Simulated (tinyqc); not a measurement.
# Rectangular fin or nanosheet with a gate all round, subbands and threshold shift from confinement: what changes with what

Undoped body with a flat potential across it, hard walls, transport along x. One isotropic valley (g = 1, mx = my = mz = me). Non-parabolicity enters the subband edges through E (1 + al E) = gamma, so E = 2 gamma/(1 + sqrt(1 + 4 al gamma)); motion within a subband is taken as parabolic with the band-edge mass. Energies are counted from the bulk band edge.

Inputs (values chosen for the exercise); masses close to those of GaAs:
```
symbol  value     unit                                                meaning
T         300        K                                            temperature
me      0.067       m0                                  mass at the band edge
al       0.66     1/eV                                       non-parabolicity
t         5.2       nm                                        width (along y)
dl          0       nm  widening of the box by penetration into the insulator
Cg        3.7  uF/cm^2                 gate capacitance per area of interface
H         5.2       nm                                       height (along z)
```

Constants: q = 1.602176634e-19 C, kB = 1.380649e-23 J/K, hbar = 1.054571817e-34 J s, m0 = 9.1093837015e-31 kg, Vt = kB T/q, hbar^2/(2 m0) = 0.0380998212 eV nm^2. Results are converted to the units shown.

Each table varies one quantity; the others keep the values above.

## Confinement against the width

gamma = C pi^2 [a^2/(my (t + dl)^2) + b^2/(mz (H + dl)^2)], C = hbar^2/(2 m0). Each subband has N_k = g sqrt(2 mx m0 kB T/(pi hbar^2)); without degeneracy n = exp(EF/Vt) sum N_k exp(-E_k/Vt). Classical value Nc times t H, Nc = sum over valleys of 2 g (m m0 kB T/(2 pi hbar^2))^1.5 with m = (mx my mz)^(1/3). Threshold shift dVT = Vt ln(classical value/sum N_k exp(-E_k/Vt)). With degeneracy n = sum N_k F((EF - E_k)/Vt), F(x) = (1/sqrt(pi)) int_0^infinity u^(-1/2) du/(1 + exp(u - x)); gate: Vg = EF + q n/(Cg P), P = 2 (t + H), summed over the 60 lowest subbands at most, with Vg counted from the value that would put EF at the bulk band edge of an empty body. The last two columns are for Vg = 0.6 V; sensitivity d(dVT)/dt by central differences between 0.99 and 1.01 times the value.

Result of one run:
```
t (nm)  E_1 (meV)  gap to the next edge (meV)  dVT (mV)  sensitivity (mV/nm)  n/P (cm^-2)  share of the lowest subband (%)
6.1         299.3                       285.7     243.3               -31.22     1.798e12                            97.48
```

What becomes of these results when the width (along y) t is changed from 6.1 to 7.7 nm, all else the same?

Result of the changed run:
```
t (nm)  E_1 (meV)  gap to the next edge (meV)  dVT (mV)  sensitivity (mV/nm)  n/P (cm^-2)  share of the lowest subband (%)
7.7         258.2                       193.4     208.3               -15.01     2.276e12                            70.55
```

The whole series:
```
t (nm)  E_1 (meV)  gap to the next edge (meV)  dVT (mV)  sensitivity (mV/nm)  n/P (cm^-2)  share of the lowest subband (%)
3           596.4                       312.4     522.1               -224.0     3.347e11                            100.0
3.8         457.9                       340.4     389.7               -120.7     1.310e12                            100.0
4.8         363.8                       362.2     301.6               -63.19     1.685e12                            99.98
6.1         299.3                       285.7     243.3               -31.22     1.798e12                            97.48
7.7         258.2                       193.4     208.3               -15.01     2.276e12                            70.55
9.8         230.8                       126.3     186.9               -6.680     2.501e12                            57.21
12          215.8                       87.11     176.4               -3.358     2.766e12                            45.43
16          202.4                       50.57     167.8               -1.382     3.019e12                            33.93
20          196.2                       32.87     163.7              -0.7556     3.186e12                            27.00
```

As t grows from 3 to 20 nm, E_1 falls from 596 to 196 meV and dVT falls from 522 to 164 mV. E_1 goes as t^(-1.12) at the thin end; a thickness error of 0.2 nm moves the threshold by 45 mV in the first row and 0.15 mV in the last. The charge per interface area rises from 3.35e11 to 3.19e12 cm^-2. For t = 9.8, 12, 16, 20 the charge in the last two columns would bend the potential across the body noticeably, which is left out.

## Charge and subband filling against gate voltage

Same model as above.

Each subband has N_k = g sqrt(2 mx m0 kB T/(pi hbar^2)). Cq = q dn/dEF.

Results:
```
Vg (V)  EF - E_1 (eV)  n (cm^-1)  n/P (cm^-2)  share of the lowest subband (%)  Cq/(Cg P)  total C/(Cg P)
0.19          -0.1493       3731      1.794e9                            100.0   0.002998        0.002989
0.44          0.06062    1.931e6     9.283e11                            100.0     0.3862          0.2786
0.56           0.1530    3.257e6     1.566e12                            99.98     0.2358          0.1908
0.69           0.2607    4.329e6     2.081e12                            99.14     0.2040          0.1695
0.81           0.3491    5.844e6     2.810e12                            85.15     0.6843          0.4063
0.94           0.4168    8.839e6     4.250e12                            61.56     0.9593          0.4896
1.06           0.4829    1.143e7     5.495e12                            51.26     0.6883          0.4077
1.19           0.5641    1.377e7     6.622e12                            45.99     0.5474          0.3538
```

Estimate the missing row, Vg = 0.32 V.

Computed row:
```
Vg (V)  EF - E_1 (eV)  n (cm^-1)  n/P (cm^-2)  share of the lowest subband (%)  Cq/(Cg P)  total C/(Cg P)
0.32         -0.02642    3.475e5     1.671e11                            100.0     0.2263          0.1845
```

With this row back in the table: EF passes E_1 = 0.339 eV at Vg = 0.354 V. The share of the lowest subband falls from 100 to 46.0 % and the total capacitance moves up and down between 0.00299 and 0.490 of Cg P. In the last row 62 % of an added gate voltage goes into raising EF (from the last two rows). For Vg = 1.06, 1.19 the charge would bend the potential across the body noticeably, which is left out.

Numbers from tinyqc (`OMP_NUM_THREADS=1 python tinyqc.py 2350019 2350020 out.jsonl`; about 0.08 s on one thread of a shared Intel Xeon 2.30GHz).
